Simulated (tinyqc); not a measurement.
The three schemes as the step is halved: finite-difference solution of the diffusion equation on a small grid. Computed by tinyqc, a small Python program. Command: `OMP_NUM_THREADS=1 python tinyqc.py 3016087 3016088 out.jsonl fdiff walk`. One thread of a shared host (Intel(R) Xeon(R) Processor @ 2.30GHz), about 0.01 s of CPU time with the checks.

dC/dt = D d2C/dx2 on nodes x_j = j dx, j = 0..7; the far end is sealed.

Inputs (values chosen for the exercise):
```
quantity           value              unit
diffusivity D        2.6            nm^2/s
grid spacing dx       25                nm
time step dt          72                 s
final time t_f       576                 s
surface value C_s     56  % of a reference
```

Boundary at x = 0: fixed surface value. Scheme: explicit.

start values C_j, j = 0, 1, ... (% of a reference): 0  0  0  0  0  0  0  0

Method:
- The operator M acts as (M C)_j = C_(j-1) - 2 C_j + C_(j+1); at the sealed far end a mirror node gives 2 C_(N-2) - 2 C_(N-1); at j = 0, C_0 is held at C_s from the start (row of zeros).
- r = D dt/dx^2.
- The mode of M with eigenvalue mu has its amplitude multiplied per step by g = (1 + (1 - theta) r mu)/(1 - theta r mu), with theta = 0 explicit, 1 implicit, 1/2 Crank-Nicolson; the explicit scheme is stable for r up to 2/|mu_min|.
- With r = D dt/dx^2: (1 - theta r M) C(new) = (1 + (1 - theta) r M) C(old); theta = 0 explicit, 1 implicit, 1/2 Crank-Nicolson.
- Each run reaches t_f in n equal steps; errors are the largest difference from exp(M D t_f/dx^2) C(0). A dash marks unstable explicit runs.

largest stable r of the explicit scheme = 0.506348

Largest error at t_f (%):
```
steps n        r  explicit  implicit  Crank-Nicolson
4        0.59904         -    1.7040      1.5029e-01
8        0.29952   0.88396    0.8392      3.8708e-02
16       0.14976   0.43432    0.4144      9.7434e-03
32       0.07488   0.21483    0.2095      2.4399e-03
64       0.03744   0.10679    0.1055      6.1023e-04
128      0.01872   0.05323    0.0529      1.5257e-04
256      0.00936   0.02657    0.0265      3.8144e-05
```

What follows from these numbers?

From the last two rows, halving the step divides the error by 2.00 (explicit), 2.00 (implicit), 4.00 (Crank-Nicolson): a factor 2 marks first order in dt and 4 second order. The explicit scheme needs n of at least 5 to be stable; the other two are stable at any step.

Extremes, crossings and ranges named in words are read from the listed rows.
